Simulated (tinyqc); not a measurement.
Charge neutrality of a doped semiconductor with incomplete ionisation: one step, computed by the program tinyqc.

Energies are counted from the top of the valence band; E_D is measured down from the conduction band and E_A up from the valence band.

Question. The closed form for the extrinsic range. With Boltzmann statistics, no holes and every acceptor ionised, n (n + N_A) = n1 (N_D - N_A - n) with n1 = (N_c/g_D) exp(-E_D/k_B T). Take the positive root.

Inputs (values chosen for the exercise, modelled on ZnO):

| quantity | value | unit |
|---|---|---|
| donor density N_D | 6.2e+14 | cm^-3 |
| acceptor density N_A | 4.6e+14 | cm^-3 |
| donor depth E_D | 0.0467 | eV |
| donor degeneracy g_D | 2 | - |
| temperature T | 60 | K |

Doping: n-type, compensated. Statistics of the bands: Fermi-Dirac.

N_c = 3.079211e+17 cm^-3

k_B T = 0.005170400 eV

Give: n1; n from the quadratic.

Answer.

n1 = 1.840e+13 cm^-3

n from the quadratic = 6.076e+12 cm^-3
